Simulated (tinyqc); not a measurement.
# Atomic layer deposition: Langmuir saturation, growth per cycle and coating of deep features, step by step

A worked calculation. Computed by tinyqc, a small Python program that keeps every step. Command: `OMP_NUM_THREADS=1 python tinyqc.py 3031976 3031977 out.jsonl ald walk`. One thread of a shared host (Intel(R) Xeon(R) Processor @ 2.30GHz), about 0.02 s of CPU time with the checks. Intermediate numbers are printed to about 6 digits and carried at full precision; extremes and crossings named in words are read from the listed rows.

Precursor A sticks only on free sites, so a long enough pulse saturates; co-reactant B then frees the sites again.

Inputs (values chosen for the exercise, modelled on zinc oxide from diethylzinc and water):
```
quantity                                  value      unit
precursor mass M                            124         u
site density q                              7.3    1/nm^2
growth per cycle at saturation G            1.8  angstrom
sticking probability beta on free sites  0.0041         -
precursor pressure p                        4.2        Pa
temperature T                               150         C
pulse time t                              0.013         s
co-reactant completion per pulse c_B        0.9         -
desorption energy E_d                       1.5        eV
purge time t_p                              1.1         s
aspect ratio a                               34         -
```

Feature: long trench.

Constants: u = 1.6605390666e-27 kg; k_B = 1.380649e-23 J/K; k_B = 8.617333262e-05 eV/K.

## Flux and saturation time

Wall flux F = p/sqrt(2 pi M k_B T); rate of filling k_a = beta F/q; desorption k_d = 1e13 exp(-E_d/(k_B T)) per second. 1/m^2 = 1e-18/nm^2. Temperatures in kelvin are T(C) + 273.15.

flux F = 48309.8 1/(nm^2 s)

k_a = 27.1329 1/s

k_d = 1.36390e-05 1/s

time to 99 % without desorption, ln(100)/k_a = 0.169726 s

## The first four cycles

One cycle from coverage th0: pulse A gives th1 = th_s + (th0 - th_s) exp(-(k_a + k_d) t), th_s = k_a/(k_a + k_d); the purge leaves th2 = th1 exp(-k_d t_p); pulse B converts c_B th2 into film and leaves th3 = (1 - c_B) th2. Growth = G c_B th2. Start from th0 = 0.

Cycles:
```
cycle        th0       th1       th2        th3  growth (angstrom)
1      0.0000000  0.297231  0.297227  0.0297227           0.481508
2      0.0297227  0.318120  0.318115  0.0318115           0.515346
3      0.0318115  0.319588  0.319583  0.0319583           0.517724
4      0.0319583  0.319691  0.319686  0.0319686           0.517891
```

## Steady growth per cycle

The periodic state has th0 = th3: th0 = (1 - c_B) e_p th_s (1 - e_a)/(1 - (1 - c_B) e_p e_a), with e_a = exp(-(k_a + k_d) t), e_p = exp(-k_d t_p). Share of impinging molecules used = q (th1 - th0)/(F t).

coverage after pulse A = 0.319698

growth per cycle = 0.517904 angstrom

share of impinging molecules used = 0.00334448

The pulse is 0.35 filling times long: not fully saturated, so thickness still depends somewhat on the local dose.

## Exposure for a deep feature

Diffusion-limited filling (Gordon) of a long trench of width w, hydraulic diameter 2w, so that a is replaced by a/2 in the hole formula: t = (q/F)(1 + 19a/8 + 3a^2/8). Reaction-limited filling needs ln(100)/k_a at any depth, k_a = beta F/q. Flow is molecular. The front picture holds when the modulus (a/2) sqrt(beta) is well above 1. Depth reached by the given pulse: solve the same formula for a. Exposure = p x diffusion-limited time; 1 langmuir = 1.33322e-4 Pa s.

diffusion-limited time = 0.0778584 s

exposure = 2452.75 langmuir

modulus = 1.08853

aspect ratio reached by the front in time t = 12.2209

Diffusion needs 0.0779 s and reaction 0.170 s: both matter. Caution: the modulus is not well above 1 or the Gordon time is under three times ln(100)/k_a, so there is no sharp front: the Gordon time is only a lower bound and the reaction time must be met as well. Caution: for a long trench the a/2 rule ignores the ln(a)/a transmission of a slit, so times at large a are too long. Caution: the pulse is shorter than ln(100)/k_a, so even the open surface is not saturated and the depth reached has no meaning. Caution: the depth reached is formal here: it is under 4/sqrt(beta), so no sharp front has formed.

## Coverage along the feature as the dose grows

Continuum model with steady gas transport: d2n/dz2 = 3 beta (1 - th) n/d_h^2 (d_h the hydraulic diameter, n = 1 at the mouth, no flux at the floor, 60 cells), d th/dt = beta F n (1 - th)/q; no desorption. Times are multiples of the larger of the Gordon time and ln(100)/k_a.

Coverage:
```
multiple     t (s)  top cell  quarter depth  half depth  three quarters  floor cell
0.05      0.008486     0.203          0.140       0.099           0.076       0.069
0.10      0.016973     0.365          0.265       0.193           0.152       0.138
0.20      0.033945     0.597          0.470       0.365           0.300       0.278
0.40      0.067891     0.838          0.740       0.639           0.565       0.538
0.60      0.101836     0.935          0.881       0.817           0.764       0.744
0.80      0.135781     0.974          0.949       0.916           0.887       0.876
1.00      0.169726     0.990          0.979       0.964           0.951       0.945
1.30      0.220644     0.997          0.995       0.991           0.987       0.985
```

At a multiple of 0.2 the coverage is 0.60 at the top and 0.28 at the floor. The coverage falls gradually with depth, without a sharp front. In the last row the floor reaches 0.985.

Checks made by the program: periodic state against 400 explicit cycles (relative difference below 1e-10).
